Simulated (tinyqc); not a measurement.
Length of a molecular wire: coherent transport through a tight-binding bridge. Computed by the program tinyqc. T = Gamma_L Gamma_R |G_1n|^2 with the self-energies of semi-infinite chains.

A uniform bridge between two chains:

| parameter | value |
|---|---|
| site energy (eV) | 0.820000 |
| hopping in the bridge (eV) | 1.490000 |
| lead hopping (eV) | 2.520000 |
| couplings (eV) | 0.74, 1.03 |
| E (eV) | -0.480000 |

Transmission against length:

| sites | T | ln T |
|---|---|---|
| 2 | 7.0464e-01 | -0.350 |
| 3 | 1.3216e-01 | -2.024 |
| 4 | 2.5770e-01 | -1.356 |
| 5 | 4.3492e-01 | -0.833 |
| 6 | 1.2588e-01 | -2.072 |
| 7 | 3.9484e-01 | -0.929 |
| 8 | 2.7844e-01 | -1.279 |
| 9 | 1.3002e-01 | -2.040 |
| 10 | 6.4361e-01 | -0.441 |

What does the comparison show, and why?

E lies inside the band of the bridge (|E - e|/2h = 0.436 < 1): T does not decay but oscillates with length, between 0.126 and 0.705 here, as levels of the bridge pass E.
